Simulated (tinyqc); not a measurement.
Sheet resistance and contact resistivity from two gaps.

Problem. A circular structure with r0 >> Lt has R = (Rsh/2 pi) [Lt (1/r0 + 1/r1) + ln(r1/r0)], r1 = r0 + sp, Lt = sqrt(rc/Rsh). Find Rsh, Lt and rc.

Inputs (values chosen for the exercise): radius of the inner contact r0 = 0.8 um.

R at sp = 0.16 and 0.72 um (ohm): [100.20047, 278.41101]

Answer. R is linear in Rsh and Rsh Lt, so two gaps give both.

Rsh = 2500 ohm/sq
Lt = 0.03033 um
rc = 2.300e-8 ohm cm^2

Computed by the program tinyqc: `OMP_NUM_THREADS=1 python tinyqc.py 2760058 2760059 out.jsonl`, one thread of a shared Intel Xeon 2.30GHz, about 0.01 s for the whole run.
